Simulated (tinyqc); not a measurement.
Bias-temperature instability from a Gaussian distribution of capture and emission barriers: one step, computed by the program tinyqc. Command: `OMP_NUM_THREADS=1 python tinyqc.py 3018972 3018973 out.jsonl bti walk`. One thread of a shared host (Intel(R) Xeon(R) Processor @ 2.30GHz), about 0.01 s of CPU time with the checks.

Each trap has a capture time tau_0 exp(E_c/(k_B T)) under stress and an emission time tau_0 exp(E_e/(k_B T)) after it. E_c is Gaussian, and E_e = E_c + d with d Gaussian and independent. A trap counts as filled once t_s exceeds its capture time and as emptied once t_r exceeds its emission time.

Question. Lifetime. Demarcation energies E_s = k_B T ln(t_s/tau_0), E_r = k_B T ln(t_r/tau_0); mean barrier mu = mu_c - k_F F; z = (E_s - mu)/sigma_c; Phi is the standard normal distribution. Temperatures in kelvin are T(C) + 273.15. Solve V_max Phi(z) = criterion for t_s; the power-law extrapolation from the stress point is t_s (criterion/dV0)^(1/n); 1 year = 3.15576e7 s.

Inputs (values chosen for the exercise, for a model p-channel transistor): shift with all traps filled V_max = 78 mV; spread of capture barriers sigma_c = 0.37 eV; time constant tau_0 = 5e-09 s; temperature T = 60 C; stress time t_s = 10000 s; failure criterion = 30 mV.

mean barrier mu = 1.475 eV

shift without recovery dV0 = 2.872311 mV

time exponent n = 0.1697324

Constants: k_B = 8.617333262e-05 eV/K.

Give: log10 of the lifetime in s; log10 of the power-law estimate in s.

Answer.

log10 of the lifetime in s = 12.370

log10 of the power-law estimate in s = 10.003

The power law gives a time shorter by 2.37 decades, since n falls as traps fill; ten years is log10 = 8.50. Caution: a lifetime this far beyond any test is a formal extrapolation of the Gaussian.
